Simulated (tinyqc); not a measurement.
Wafer bonding and layer transfer: bond energy, gap closing, particles, bonding of dissimilar wafers and hydrogen blisters: one step, computed by the program tinyqc. Command: `OMP_NUM_THREADS=1 python tinyqc.py 3010371 3010372 out.jsonl bond walk`. One thread of a shared host (Intel(R) Xeon(R) Processor @ 2.30GHz), about 0.01 s of CPU time with the checks.

gamma is the energy per area of each of the two surfaces; plates are isotropic, and both wafers have E1 and t1.

Problem. Void around a particle. E' = E1/(1 - nu^2), equal wafers assumed. Void radius in the plate regime: R_v = [(2/3) E' t1^3/gamma]^(1/4) h^(1/2). Below h_crit = 5 sqrt(t1 gamma/E') the wafers deform locally and R_v is of the order of h (taken as h).

Inputs (values chosen for the exercise, with wafer 1 close to silicon):
```
quantity            value        unit
Young's modulus E1    141         GPa
Poisson ratio nu      0.2           -
thickness t1          300  micrometre
particle radius h     1.2  micrometre
```

bond energy gamma = 0.1664994 J/m^2

Give: critical particle radius; void radius.

Solution.

critical particle radius = 0.09221 micrometre

void radius = 2187 micrometre

The void is 1800 times the particle.
